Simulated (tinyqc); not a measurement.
Concentration-dependent dopant diffusion with charged defects and the built-in field: one step, computed by the program tinyqc.

A constant source C_s feeds a half space. The dopant moves through neutral point defects and through charged ones, whose number grows with the majority carrier density n.

Question. Intrinsic density and partial diffusivities. n_i = 3.87e16 T^1.5 exp(-7014/T) per cm^3 (T in kelvin, an empirical form); each D = prefactor x exp(-E/(k_B T)); the intrinsic diffusivity D_i is their sum. Temperatures in kelvin are T(C) + 273.15.

Inputs (values chosen for the exercise, modelled on arsenic in silicon): neutral prefactor D0x = 0.0125 cm^2/s; neutral activation energy E0 = 3.43 eV; singly charged prefactor D01 = 29.3 cm^2/s; activation energy E1 = 4.15 eV; temperature T = 1150 C.

Field enhancement: on.

Constants: k_B = 8.617333262e-05 eV/K.

Give: n_i; partial diffusivities; intrinsic diffusivity D_i.

Answer.

n_i = 1.504e+19 1/cm^3

partial diffusivities (cm^2/s): Dx 8.919e-15, D1 5.896e-14

intrinsic diffusivity D_i = 6.788e-14 cm^2/s
